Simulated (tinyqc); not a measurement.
What moves the results: thresholds of impact ionisation and Auger recombination from band masses. A value that a table varies takes the place of the one given here.

Parabolic bands, no phonon. At threshold the three slow carriers share one velocity. With M their total mass and m4 the mass of the fast carrier, the fast carrier has the kinetic energy E_T = G M/(M - m4) and the slow ones together E_a = G m4/(M - m4), the activation energy of the Auger rate. CCCH (fast electron): G = Eg, M = 2 me + mh, m4 = me. CHHS (hole into the split-off band): G = Eg - Dso, M = 2 mh + me, m4 = ms; this form holds for Eg > Dso (below, the process needs about Dso - Eg and is marked by a dash). CHHL (hole into the light band): G = Eg, M = 2 mh + me, m4 = ml. CHHH (fast heavy hole): G = Eg, M = 2 mh + me, m4 = mh.

Non-parabolic fast electron: E (1 + alpha E) = c k^2/me with alpha = (1 - me)^2/Eg; the slow carriers stay parabolic, so E_T = Eg + me E_T (1 + alpha E_T)/M, M = 2 me + mh (the root between Eg and 1.9 Eg).

Constants: kB = 8.617333262e-05 eV/K; hc = 1239.841984 eV nm.

Parameters, chosen for this exercise (near those of CdTe, gap at low temperature and not tied to T; the results hold for these values, not for the real material): Eg = 1.595 eV (gap at Gamma to the s-like level); Dso = 0.929 eV (spin-orbit splitting); me = 0.0967 m0 (electron mass at Gamma); mh = 0.65 m0 (heavy-hole mass); ms = 0.289 m0 (split-off mass); ml = 0.1149 m0 (light-hole mass); T = 300 K (temperature).

## The gap of an alloy series

Eg is varied with me and ml proportional to it; mh, ms and Dso are kept. E_a of three processes; wavelength hc/Eg.

Results:
```
Eg (eV)  wavelength (micrometre)      me  CCCH (meV)  CCCH non-parabolic (meV)  CHHS (meV)  CHHL (meV)  log10 exp(-E_a/kT), non-parabolic
0.478                       2.59  0.0290        20.4                      43.3           -        12.7                              -0.73
0.798                       1.55  0.0484        55.3                     121.8           -        35.5                              -2.05
1.196                       1.04  0.0725       120.0                     276.6        71.2        80.1                              -4.65
1.595                       0.78  0.0967       206.6                     496.3       173.8       143.0                              -8.34
1.994                       0.62  0.1209       312.7                     780.6       271.9       224.3                             -13.11
2.552                       0.49  0.1547       490.7                    1281.9       402.4       369.2                             -21.53
3.190                       0.39  0.1934       731.5                    1983.0       542.5       580.1                             -33.31
```

E_a of CCCH goes nearly as Eg^2 (power 1.89 over the table), as both G and me grow; the non-parabolic value goes with the power 2.01, and its Boltzmann factor spans 32.6 decades; rows with E_a far above kT are formal, since phonon-assisted processes and side valleys rule there. CHHS is resonant at Eg = Dso = 0.929 eV, with no activation, and is the easiest process near there; it has the lowest E_a of the parabolic values for Eg = 1.196 and 3.19 eV.

## The mass ratio

mu = me/mh is varied; thresholds in units of Eg for ionisation started by an electron, (1 + 2 mu)/(1 + mu), and by a heavy hole, (2 + mu)/(1 + mu).

Results:
```
mu     electron (Eg)  hole (Eg)  electron (eV)  hole (eV)
0.021         1.0206     1.9794          1.628      3.157
0.110         1.0991     1.9009          1.753      3.032
0.149         1.1297     1.8703          1.802      2.983
0.150         1.1304     1.8696          1.803      2.982
0.770         1.4350     1.5650          2.289      2.496
1.000         1.5000     1.5000          2.393      2.393
1.200         1.5455     1.4545          2.465      2.320
```

The two thresholds add up to 3 Eg in every row and are equal, 3/2 Eg, at mu = 1. The lighter carrier has the lower threshold; in the first row the two differ by 1.529 eV, which would favour one carrier in avalanche multiplication. Real ionisation rates depend on the whole band structure and can be nearly equal although the edge masses differ.

## What each parameter does

Activation energies. Each row changes one parameter from the base and keeps the others.

Results:
```
case             CCCH (meV)  CCCH non-parabolic (meV)  CHHL (meV)  CHHS (meV)
base                 206.56                    496.30      142.98      173.76
Eg = 1.7545 eV       227.21                    545.93      157.27      215.37
Dso = 0.8361 eV      206.56                    496.30      142.98      198.00
me = 0.087 m0        188.28                    445.03      144.07      175.30
mh = 0.585 m0        226.25                    564.74      159.11      196.86
ms = 0.3179 m0       206.56                    496.30      142.98      196.26
ml = 0.1034 m0       206.56                    496.30      127.52      173.76
```

The largest shifts from the base row, up to three for each result and ties (the steps differ in size, so this ranks the rows, not the parameters). CCCH (meV): Eg +20.66, mh +19.70, me -18.27; unchanged at the printed digits by Dso, ms and ml. CCCH non-parabolic (meV): mh +68.43, me -51.27, Eg +49.63; unchanged at the printed digits by Dso, ms and ml. CHHL (meV): mh +16.14, ml -15.45, Eg +14.30; unchanged at the printed digits by Dso and ms. CHHS (meV): Eg +41.61, Dso +24.24, mh +23.10; unchanged at the printed digits by ml.

Run: tinyqc, `OMP_NUM_THREADS=1 python tinyqc.py 1880544 1880545 out.jsonl`; Intel(R) Xeon(R) Processor @ 2.30GHz, one thread, shared host; about 0.01 s of CPU time with all checks.
